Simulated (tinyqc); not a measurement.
Cooling rate: nucleation and growth of vacancy voids in a cooling silicon-like crystal. Computed by tinyqc, a small Python program. Command: `OMP_NUM_THREADS=1 python tinyqc.py 3010797 3010798 out.jsonl voids walk`. One thread of a shared host (Intel(R) Xeon(R) Processor @ 2.30GHz), about 0.8 s of CPU time with the checks.

Spherical voids; vacancies are lost only to voids.

Inputs (values chosen for the exercise, close to those used for silicon): vacancy density at the melting point C_m = 5.8e+14 1/cm^3; formation energy E_f = 3.88 eV; melting point T_m = 1685 K; diffusion prefactor D0 = 0.00044 cm^2/s; migration energy E_m = 0.41 eV; site density rho = 5e+22 1/cm^3; void surface energy gamma = 0.964 J/m^2; cooling rate q = 9.2 K/min; vacancy excess C0 = 1.3e+14 1/cm^3; temperature step = 0.125 K.

Vacancy supply: given.

Constants: k_B = 8.617333262e-05 eV/K; k_B = 1.380649e-23 J/K.

Method:
- C = C0 as given.
- C_e = C_m exp[-(E_f/k_B)(1/T - 1/T_m)]; D = D0 exp(-E_m/(k_B T)); f = k_B T ln(C/C_e); r* = 2 gamma/(rho f); W* = 16 pi gamma^3/(3 rho^2 f^2); Z = f/sqrt(12 pi W* k_B T); I = rho Z (4 pi r* D C) exp(-W*/(k_B T)).
- March down from 1500 K in steps dT, dt = dT/q, with values at the upper end of each step: a class of I dt voids is born with r*; then all classes grow by r^2 += 2 D (C - C_e) dt/rho; C falls by the vacancies added to voids. Stop at 1150 K. T_n is the T of the largest I, N the final count (classes under 1e-6 /cm^3 are dropped), and the mean radius the number average.

initial excess C = 1.30e+14 1/cm^3

At fixed C:
```
q (K/min)   T_n (K)  N (1/cm^3)  mean radius (nm)
0.92       1389.125  8.5329e+05            89.204
2.30       1383.875  3.3114e+06            56.721
4.60       1379.625  9.2357e+06            40.269
9.20       1375.125  2.5755e+07            28.589
18.00      1370.625  6.9505e+07            20.518
37.00      1365.375  2.0167e+08            14.372
92.00      1358.125  7.7405e+08             9.168
```

Over the rows N goes as q^1.48 and the radius as q^-0.49, near the 3/2 and -1/2 of the scaling argument (depletion time 1/(4 pi N r D) equal to the time in the nucleation range, at fixed N r^3). T_n drops only 31 K for a factor 100 in q. Fast cooling gives many small voids, which an anneal can dissolve.

Extremes, crossings and ranges named in words are read from the listed rows.
